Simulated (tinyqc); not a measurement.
What each parameter does: dielectric confinement in a thin film (image charges).

A film |z| < t/2 of dielectric constant eps between half-spaces of dielectric constant e2; lam = (eps - e2)/(eps + e2), q = e^2/(4 pi eps0). The self-energy of a band edge is taken with the high-frequency value, e2 = eh, and the field of a fixed ion with the static one, e2 = eo. A charge at z has images lam^|n| at n t + (-1)^n z. Its self-energy is S(z) = (q/2 eps) sum over n >= 1 of lam^n [1/(n t - 2z) + 1/(n t + 2z)] for odd n and 2 lam^n/(n t) for even n; at the centre S(0) = -(q/(eps t)) ln(1 - lam).

Donor at the centre, lam from the static eo, trial function cos(pi z/t) exp(-rho/l): E(l) = c/(m l^2) - (q/eps) times the integral over k of F(k t) (1 + (k l/2)^2)^(-3/2), with F(x) = F0 + 2 lam exp(-x) G/(1 - lam exp(-x)), F0 = 2[(1 - exp(-x/2))/x + x (1 + exp(-x/2))/(x^2 + 4 pi^2)], G = 2 sinh(x/2)[1/x - x/(x^2 + 4 pi^2)]; c = hbar^2/2m0. The binding energy is -E at the minimum, counted from the subband edge with its self-energy.

Constants: e^2/(4 pi eps0) = 14.39964547 eV angstrom; hbar^2/2m0 = 3.80998211 eV angstrom^2; Ry = 13.60569312 eV.

Inputs chosen for the exercise (near those of a Si (100) film, two-fold valleys, between layers of a low-k oxide; shifted at random, so the results belong to these values and not to a real crystal):
- t = 56 angstrom (film thickness)
- eps = 11.8 (dielectric constant of the film)
- eh = 2 (high-frequency dielectric constant outside)
- eo = 2.6 (static dielectric constant outside)
- m = 0.191 m0 (mass in the plane)

<S> is the mean over (2/t) cos^2(pi z/t).

One parameter was then changed.

Results before and after:

| case | lam from eh | <S> (meV) | binding (meV) | l (angstrom) |
|---|---|---|---|---|
| base | 0.710 | 30.4 | 76.4 | 28.2 |
| changed | 0.710 | 30.4 | 81.1 | 25.3 |

Which of these changes was made? (a) eo = 3.6; (b) eh = 2.6; (c) eps = 10.6; (d) m = 0.229 m0; (e) t = 66 angstrom.

Answer: (d) m = 0.229 m0. Of the candidates, run in turn, only this one gives the changed row.

All candidates:

| case | lam from eh | <S> (meV) | binding (meV) | l (angstrom) |
|---|---|---|---|---|
| base | 0.710 | 30.4 | 76.4 | 28.2 |
| t = 66 angstrom | 0.710 | 25.8 | 68.4 | 30.1 |
| eps = 10.6 | 0.683 | 31.5 | 84.1 | 26.6 |
| eo = 3.6 | 0.710 | 30.4 | 65.8 | 28.6 |
| eh = 2.6 | 0.639 | 25.3 | 76.4 | 28.2 |
| m = 0.229 m0 | 0.710 | 30.4 | 81.1 | 25.3 |

Program tinyqc; command `OMP_NUM_THREADS=1 python tinyqc.py 1280753 1280754 out.jsonl`; about 0.08 s on one thread of a shared Intel(R) Xeon(R) Processor @ 2.30GHz.
